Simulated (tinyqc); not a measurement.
Wafer bonding and layer transfer: bond energy, gap closing, particles, bonding of dissimilar wafers and hydrogen blisters. Changing the crack length L. Computed by tinyqc, a small Python program. Command: `OMP_NUM_THREADS=1 python tinyqc.py 3006827 3006828 out.jsonl bond sweep`. One thread of a shared host (Intel(R) Xeon(R) Processor @ 2.30GHz), about 0.01 s of CPU time with the checks.

gamma is the energy per area of each of the two surfaces; plates are isotropic, and both wafers have E1 and t1.

Inputs (values chosen for the exercise, for model wafers):

| quantity | value | unit |
|---|---|---|
| Young's modulus E1 | 163 | GPa |
| Poisson ratio nu | 0.27 | - |
| thickness t1 | 525 | micrometre |
| blade thickness t_b | 80 | micrometre |
| particle radius h | 0.064 | micrometre |
| radius of a shallow gap R | 0.024 | mm |
| half height of the gap h_g | 25 | nm |

Pair: two equal wafers.

Method:
- Two cantilevers opened by t_b: gamma = 3 t_b^2 E1 t1^3 E2 t2^3/(16 L^4 (E1 t1^3 + E2 t2^3)).
- E' = E1/(1 - nu^2), equal wafers of thickness t1 assumed. A gap of radius R closes if h_g < h_c: h_c = R^2/sqrt((2/3) E' t1^3/gamma) for R > 2 t1 (plate bending), h_c = 3.6 sqrt(R gamma/E') for R < 2 t1 (local deformation).
- E' = E1/(1 - nu^2), equal wafers assumed. Void radius in the plate regime: R_v = [(2/3) E' t1^3/gamma]^(1/4) h^(1/2). Below h_crit = 5 sqrt(t1 gamma/E') the wafers deform locally and R_v is of the order of h (taken as h).

One run for each value:

| crack length L (mm) | bond energy gamma (J/m^2) | void radius (micrometre) | closable height h_c (nm) |
|---|---|---|---|
| 14 | 0.36839 | 6.4000e-02 | 25.529 |
| 16 | 0.21594 | 6.4000e-02 | 19.545 |
| 19 | 0.10859 | 6.4000e-02 | 13.860 |
| 22 | 0.06041 | 6.4000e-02 | 10.338 |
| 26 | 0.03097 | 1.2238e+03 | 7.402 |
| 30 | 0.01747 | 1.4121e+03 | 5.560 |

Over the rows, bond energy gamma (J/m^2) falls from 0.368 to 0.0175 (exponent d ln y / d ln x about -4.0 throughout); void radius (micrometre) rises from 0.0640 to 1410, flat over part of the range; closable height h_c (nm) falls from 25.5 to 5.56 (exponent d ln y / d ln x about -2.0 throughout). The exponent of bond energy gamma stays at -4: beam compliance goes as L^3.  Left out: 35.0, 40.0 (bond energy out of the physical range).
